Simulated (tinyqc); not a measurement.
Worked calculation: Raman shift of the zone-centre optical phonon of a diamond-structure crystal under stress. Computed by tinyqc, a small Python program that keeps every step. Command: `OMP_NUM_THREADS=1 python tinyqc.py 3022327 3022328 out.jsonl ramanstress walk`. One thread of a shared host (Intel(R) Xeon(R) Processor @ 2.30GHz), about 0.01 s of CPU time with the checks. Intermediate numbers are printed to about 6 digits and carried at full precision; extremes and crossings named in words are read from the listed rows.

Axes x, y, z are the cube axes. Strain shifts the threefold optical mode and can split it; p, q and r are the phonon deformation potentials.

Inputs (values chosen for the exercise, modelled on silicon):
```
quantity,value,unit
unstrained frequency omega_0,521.3,1/cm
p/omega_0^2,-1.85,-
q/omega_0^2,-2.32,-
r/omega_0^2,-0.711,-
C11,165.3,GPa
C12,63.88,GPa
C44,80.43,GPa
stress sigma (tension positive),-0.14,GPa
polarisation angle phi,10,degree
temperature coefficient d omega/dT,-0.021,1/(cm K)
local temperature T,360,K
laser wavelength,457.9,nm
```

Stress state: uniaxial. Axis: [110].

Constants: h = 6.62607015e-34 J s; c = 299792458 m/s; k_B = 1.380649e-23 J/K.

## Compliances

S11 = (C11 + C12)/D, S12 = -C12/D, D = (C11 - C12)(C11 + 2 C12), S44 = 1/C44.

S11 = 7.71075 1/TPa

S12 = -2.14924 1/TPa

S44 = 12.4332 1/TPa

## Stress and strain tensors

Uniaxial stress along the unit vector n of the axis: sigma_ij = sigma n_i n_j. eps_xx = S11 sigma_xx + S12 (sigma_yy + sigma_zz), and cyclic; eps_xy = S44 sigma_xy/2 (tensor strain).

stress (GPa):
```
,x,y,z
x,-0.07,-0.07,0.00
y,-0.07,-0.07,0.00
z,0.00,0.00,0.00
```

strain (per mille):
```
,x,y,z
x,-0.389306,-0.435161,0.000000
y,-0.435161,-0.389306,0.000000
z,0.000000,0.000000,0.300893
```

volume strain = -0.477718 per mille

## Secular matrix and shifts

Secular matrix: M_xx = p eps_xx + q (eps_yy + eps_zz), M_xy = 2 r eps_xy; its eigenvalues are omega^2 - omega_0^2, and the shifts are these over 2 omega_0.

M/(2 omega_0) (1/cm):
```
,x,y,z
x,0.241188,0.161290,0.000000
y,0.161290,0.241188,0.000000
z,0.000000,0.000000,0.325741
```

shifts, in rising order (1/cm): [0.079898, 0.325741, 0.402478]

All three modes are split. Compression hardens every mode.

## Mean shift and Grueneisen parameter

gamma = -(p + 2q)/(6 omega_0^2); the mean of the three shifts is -gamma omega_0 x (volume strain).

mode Grueneisen parameter gamma = 1.08167

mean shift = 0.269372 1/cm

## The line seen from a (001) surface

Backscattering from a (001) surface: incident polarisation (cos phi, sin phi, 0). With Raman tensors (R_z)_xy = (R_z)_yx = 1 and cyclic, only the z component u_z of a mode counts: I = u_z^2 sin^2(2 phi) for parallel and u_z^2 cos^2(2 phi) for crossed polarisers. An unresolved line sits at the intensity-weighted shift, which is M_zz/(2 omega_0).

total intensity, parallel = 0.116978

total intensity, crossed = 0.883022

shift of the observed line = 0.325741 1/cm

shift per stress = -2.32672 1/(cm GPa)

stress per shift = -429.789 MPa cm

The z-polarised mode is an eigenmode here, so one line is seen.

## The same stress in different states

Uniaxial: sigma n n^T; biaxial: sigma (1 - n n^T); hydrostatic: sigma 1. The line seen from (001) is taken as unresolved, at the intensity-weighted shift M_zz/(2 omega_0).

Shifts (1/cm):
```
state,lowest,middle,highest,line seen from (001)
uniaxial [100],0.156635,0.325741,0.325741,0.325741
uniaxial [110],0.079898,0.325741,0.402478,0.325741
uniaxial [001],0.156635,0.325741,0.325741,0.156635
uniaxial [111],0.161845,0.161845,0.484425,0.269372
"biaxial, normal [001]",0.482375,0.482375,0.651482,0.651482
"biaxial, normal [111]",0.323691,0.646271,0.646271,0.538744
hydrostatic,0.808116,0.808116,0.808116,0.808116
```

Seen from (001), uniaxial stress along [100] and along [110] give the same shift (0.326), and equal biaxial stress in the plane gives twice as much (0.651), since only sigma_xx + sigma_yy and sigma_zz enter M_zz. Stress along [001] gives 0.157. One measured shift therefore fixes the stress only once its state is assumed: read as uniaxial in the plane, a shift implies twice the stress that it does read as biaxial.

## Heating mistaken for stress

A temperature above 300 K shifts the line by (d omega/dT)(T - 300 K); divided by the shift per stress it poses as a stress; the total shift adds it to the shift of the observed line. The anti-Stokes to Stokes ratio is [(omega_L + omega_0)/(omega_L - omega_0)]^3 exp(-h c omega_0/(k_B T)) in photon counts, omega_L = 1/wavelength, resonance effects left out.

thermal shift = -1.26 1/cm

apparent stress from heating = 0.541535 GPa

total shift = -0.934259 1/cm

anti-Stokes/Stokes ratio = 0.143678

Heating poses as tension, 387 % of the true stress in size; the intensity ratio gives T apart from the shift.

Checks made by the program: mean of the eigenvalues against the trace rule (relative difference below 1e-10); weighted mean of the modes against M_zz (relative difference below 1e-10).
